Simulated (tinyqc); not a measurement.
Narrowing from the saturation current.

Question. A uniform n-type emitter has J0 = (q p0 D/L)(s + tanh(W/L))/(1 + s tanh(W/L)), D = mup Vt, s = S L/D, and p0 = (ni^2/N) exp(dE_app/kB T), where dE_app = dEg + kB T ln[(N/Nc) exp(-eta)]. Find p0, dE_app and dEg.

Parameters, values chosen for the exercise; band and dielectric values close to those of silicon: temperature T = 250 K; conduction-band density of states at 250 K Nc = 2.09e19 cm^-3; ionised donor density N = 3.6e18 cm^-3; minority-hole mobility mup = 150 cm^2/(V s); emitter width W = 550 nm; recombination velocity at the contact S = 1500 cm/s.

Constants: q = 1.602176634e-19 C, kB = 1.380649e-23 J/K, Vt = kB T/q. Results are converted to the units shown.

J0 = 0.0016240889 fA/cm^2
L = 5471.1170 nm
ni = 6.6218130e7 cm^-3
converged eta = -1.6980623

Answer. J0 gives p0, its ratio to ni^2/N gives dE_app, and the degeneracy term is taken off.

p0 = 0.004969 cm^-3
dE_app = 30.29 meV
dEg = 31.60 meV

tinyqc, about 0.01 s, one thread, Intel Xeon 2.30GHz (shared host): `OMP_NUM_THREADS=1 python tinyqc.py 2330093 2330094 out.jsonl`
